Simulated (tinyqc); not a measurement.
Worked calculation: density of states of one tight-binding band on the simple cubic lattice. Values are carried at full precision from step to step, so a last printed digit may differ when a step is redone from the rounded ones.

E(k) = -2 t (c1 + c2 + c3) - 4 t2 (c1 c2 + c2 c3 + c3 c1) with ci = cos(2 pi ki); k in fractions of the reciprocal vectors, mesh k_i = j/N with j = 0 .. N-1. Densities are per cell and per spin, so the band holds one state.

Inputs chosen for the exercise: t = 0.84 eV (nearest hopping); t2 = 0 eV (second hopping); N = 4 (mesh points along each axis); bins = 6 (bins of the histogram); E_lo = -5.113 eV (lower end of the histogram); E_hi = 5.117 eV (upper end); E = 2.54 eV (energy at which the density is wanted); sigma = 0.42 eV (Gaussian width).

## Energies on the mesh

Evaluate the band at all 64 points and collect equal values.

Distinct energies:
```
E_k (eV)  points
-5.0400        1
-3.3600        6
-1.6800       15
0.0000        20
1.6800        15
3.3600         6
5.0400         1
```

The 64 points give 7 distinct energies between -5.0400 and 5.0400 eV; a dense mesh gives a band from -5.040 to 5.040 eV.

## Histogram

Count the points in equal bins from E_lo to E_hi; g = count/(all points x bin width).

Histogram:
```
from (eV)  to (eV)  points  g (1/eV)
-5.1130    -3.4080       1    0.0092
-3.4080    -1.7030       6    0.0550
-1.7030     0.0020      35    0.3207
0.0020      1.7070      15    0.1375
1.7070      3.4120       6    0.0550
3.4120      5.1170       1    0.0092
```

Empty bins: 0 of 6; the fullest holds 35 points.

## Gaussian broadening at one energy

Gaussian broadening: g(E) = mean over the mesh of exp(-(E - E_k)^2/(2 sigma^2))/(sigma sqrt(2 pi)), n(E) = mean of erfc((E_k - E)/(sigma sqrt 2))/2.

Sum over the distinct energies with their counts.

n(E) = 0.8883
g(E) = 0.0406 1/eV

## One tetrahedron of the mesh

For corner energies e1 <= e2 <= e3 <= e4 and eij = ei - ej, the share of the tetrahedron below E is n = (E - e1)^3/(e21 e31 e41) for e1 < E < e2; n = [e21^2 + 3 e21 x + 3 x^2 - (e31 + e42) x^3/(e32 e42)]/(e31 e41) with x = E - e2 for e2 < E < e3; n = 1 - (e4 - E)^3/(e41 e42 e43) for e3 < E < e4; its density of states is g = dn/dE.

corner energies, sorted (eV): [-1.6800, 0.0000, 1.6800, 3.3600]

Find its share below E and its density of states at E.

n = 0.9806
g = 0.0709 1/eV

E lies between corners 3 and 4.

## Sum over all linear tetrahedra

Each cube of the mesh, corners numbered 0 to 7 as the binary number (i j l), is cut into six tetrahedra around the diagonal 0-7: 0137, 0157, 0237, 0267, 0457, 0467. For corner energies e1 <= e2 <= e3 <= e4 and eij = ei - ej, the share of the tetrahedron below E is n = (E - e1)^3/(e21 e31 e41) for e1 < E < e2; n = [e21^2 + 3 e21 x + 3 x^2 - (e31 + e42) x^3/(e32 e42)]/(e31 e41) with x = E - e2 for e2 < E < e3; n = 1 - (e4 - E)^3/(e41 e42 e43) for e3 < E < e4; its density of states is g = dn/dE.

Average n and g over all pieces of the mesh. The reference uses the same method with N = 36.

n(E) = 0.9313
g(E) = 0.0824 1/eV
reference n(E) = 0.885
reference g(E) = 0.087 1/eV

On this mesh the linear method errs by -0.004 1/eV in g and +0.046 in n; the Gaussian sum erred by -0.046 and +0.003.

## Checks

- States below the top of the band by the linear method against one: both 1.000000.

(tinyqc, `OMP_NUM_THREADS=1 python tinyqc.py 1650793 1650794 out.jsonl`, Intel(R) Xeon(R) Processor @ 2.30GHz, 1 thread, shared host, about 0.2 s.)
